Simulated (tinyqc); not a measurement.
Phase-change memory cell, resistance drift and retention: one step of the calculation.

The amorphous state follows Ra = R0 (t/t0)^nu exp[(q Ec/kB)(1/T - 1/(300 K))], with nu taken as independent of T. An intermediate level follows the logarithmic mixing rule ln R = (1 - fa) ln Rc + fa ln Ra with constant Rc. The time to lose the data by crystallisation is tr = tx exp[(q Ex/kB)(1/T - 1/Tx)]; 1 year = 3.15576e7 s. These are empirical laws.

Task. Retention. tr at T; the ten-year temperature solves tr = 10 years: 1/T10 = 1/Tx + (kB/(q Ex)) ln(10 years/tx).

Values chosen for this exercise; values of the order found in chalcogenide phase-change cells:
- Ex = 2.7 eV (activation energy of crystallisation)
- Tx = 473 K (temperature of a bake)
- tx = 8600 s (time to crystallise in that bake)
- T = 300 K (operating temperature)

Constants: q = 1.602176634e-19 C, kB = 1.380649e-23 J/K. Results are converted to the units shown.

Wanted: tr; T10; loss of tr per kelvin, q Ex/(kB T^2).

Result.

tr = 1.060e13 years
T10 = 408.2 K
loss of tr per kelvin, q Ex/(kB T^2) = 34.81 %/K

T lies 108 K below T10, so ten years are met.

tinyqc, about 0.01 s, one thread, Intel Xeon 2.30GHz (shared host): `OMP_NUM_THREADS=1 python tinyqc.py 2880143 2880144 out.jsonl`
